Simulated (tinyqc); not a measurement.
Lossy on-chip transmission line with skin effect: line properties against frequency.

A uniform line in a homogeneous dielectric: c = sqrt(er)/(c0 Z0), l = Z0 sqrt(er)/c0 (c0 = 299792458 m/s), g = w c td, w = 2 pi f. The resistance joins its limits as r = sqrt(r_dc^2 + r_hf^2), with r_dc = rho/(wd th), r_hf = kr rho/(2 delta (wd + th)), delta = sqrt(rho/(pi f mu0)), mu0 = 4 pi 1e-7 H/m; this is an interpolation, and internal inductance, up to 0.05 nH/mm at low frequency, is neglected.

gamma = sqrt((r + i w l)(g + i w c)) = alpha + i beta, Zc = sqrt((r + i w l)/(g + i w c)), roots with positive real part; loss 8.685889638 alpha in dB; phase velocity w/beta. ZL = 1/(1/RL + i w CL); reflection (ZL - Zc)/(ZL + Zc); Zin = Zc (ZL + Zc tanh(gamma len))/(Zc + ZL tanh(gamma len)); H = V_load/V_source = [Zin/(Zin + Rg)]/[cosh(gamma len) + (Zc/ZL) sinh(gamma len)].

Parameters, values chosen for the exercise:
```
symbol  value     unit                                  meaning
wd        4.9       um                       width of the strip
th        2.2       um                   thickness of the strip
rho       2.9  uohm cm                              resistivity
er        2.7                             relative permittivity
td       0.02                                      loss tangent
Z0         45      ohm             lossless impedance sqrt(l/c)
kr        1.5           factor for crowding and the return path
len       3.3       mm                                   length
Rg        100      ohm                        source resistance
RL         50      ohm                          load resistance
CL        100       fF                         load capacitance
```

Results:
```
f (GHz)  r (ohm/mm)  r/(w l)  loss (dB/mm)  |Zc| (ohm)  phase velocity over c0  length in wavelengths  |H| (dB)
0.01          2.693    173.7       0.02808       593.1                 0.06576               0.001674    -10.04
0.09          2.711    19.44       0.08267       198.5                  0.1921               0.005158    -10.05
0.3           2.760    5.938        0.1439       110.4                  0.3276                0.01008    -10.06
0.8           2.874    2.318        0.2121       71.49                  0.4615                0.01908    -10.10
2             3.129    1.010        0.2811       53.64                  0.5554                0.03964    -10.24
7             4.022   0.3708        0.4032       46.47                  0.5998                 0.1285    -11.11
20            5.726   0.1847        0.6104       45.37                  0.6065                 0.3630    -11.65
60            9.159  0.09850         1.063       45.10                  0.6081                  1.086    -16.75
```

Estimate the missing row, f = 0.03 GHz.

Computed row:
```
f (GHz)  r (ohm/mm)  r/(w l)  loss (dB/mm)  |Zc| (ohm)  phase velocity over c0  length in wavelengths  |H| (dB)
0.03          2.697    58.02       0.04841       342.7                  0.1131               0.002919    -10.04
```

With this row back in the table: r equals w l at 2.02 GHz: below it |Zc| and the delay grow as in an RC line, above it |Zc| tends to Z0 = 45 ohm and the velocity to 1/sqrt(er) = 0.609 c0. The loss goes as f^(0.50) between the first two rows and f^(0.50) between the last two. |H| is -10.0 dB in the first row and -16.7 dB in the last; between rows it can pass through resonances that the table doesn't show.

Numbers from tinyqc (`OMP_NUM_THREADS=1 python tinyqc.py 2810201 2810202 out.jsonl`; about 0.01 s on one thread of a shared Intel Xeon 2.30GHz).
